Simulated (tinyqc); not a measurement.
A tight-binding chain with uneven site energies, recursive Green functions: one step of the calculation.

The device has N = 9 slices of 1 site(s), nearest-neighbour hopping -t, and site energies U; the leads are semi-infinite continuations with site energy 0. V = <i+1|H|i> = -t 1.

Question. Transmission. T(E) = Tr[Gamma G_(N,1) Gamma G_(N,1)^dagger]. Conductance (2 q^2/h) T(E).

Constants: q = 1.602176634e-19 C, h = 6.62607015e-34 J s. Results are converted to the units shown.

G_(N,1) = 0.07401089+0.27719897i 1/eV
Gamma = 1.9257206 eV

Wanted: T(E); conductance.

Answer.

T(E) = 0.3053
conductance = 23.65 uS

Inverting the whole matrix gives the same value.

Numbers from tinyqc (`OMP_NUM_THREADS=1 python tinyqc.py 2660111 2660112 out.jsonl`; about 0.03 s on one thread of a shared Intel Xeon 2.30GHz).
